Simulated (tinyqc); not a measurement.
Fermi-Dirac statistics of conduction electrons: one step. Reduced Fermi level by five rules. Three cases, with inputs chosen for the exercise.

Task: Find eta = (EF - Ec)/kT by each rule.

F_j(eta) = (1/Gamma(j + 1)) integral_0^infinity x^j dx/(1 + exp(x - eta)), which tends to exp(eta) for eta << 0.

With u = n/Nc: Boltzmann eta = ln u; Joyce-Dixon eta = ln u + u/sqrt(8) - 4.95009e-3 u^2 + 1.48386e-4 u^3 - 4.42563e-6 u^4; Nilsson eta = ln u/(1 - u^2) + v/(1 + (0.24 + 1.08 v)^-2) with v = (3 sqrt(pi) u/4)^(2/3); fully degenerate limit eta = v; exact: F_1/2(eta) = u.

Case 1.

u = n/Nc = 15.00798

Case 2.

u = n/Nc = 0.07984626

Case 3.

u = n/Nc = 0.7640813

Give: eta.

Result:

Case 1.

eta: Boltzmann 2.709, Joyce-Dixon 7.177, Nilsson 7.236, degenerate 7.356, exact 7.240

Against the exact value the errors are Boltzmann -4.532, Joyce-Dixon -0.064, Nilsson -0.005, degenerate limit +0.115 (in kT).

Case 2.

eta: Boltzmann -2.528, Joyce-Dixon -2.499, Nilsson -2.502, degenerate 0.224, exact -2.499

Against the exact value the errors are Boltzmann -0.028, Joyce-Dixon 0.000, Nilsson -0.002, degenerate limit +2.724 (in kT).

Case 3.

eta: Boltzmann -0.269, Joyce-Dixon -0.002, Nilsson -0.001, degenerate 1.010, exact -0.002

Against the exact value the errors are Boltzmann -0.267, Joyce-Dixon 0.000, Nilsson +0.001, degenerate limit +1.012 (in kT).

Computed by tinyqc, one run a case: `OMP_NUM_THREADS=1 python tinyqc.py N N+1 out.jsonl` with N = 1650997, 1651331, 1651448; one thread of a shared Intel(R) Xeon(R) Processor @ 2.30GHz, about 0.01 s a run at most.
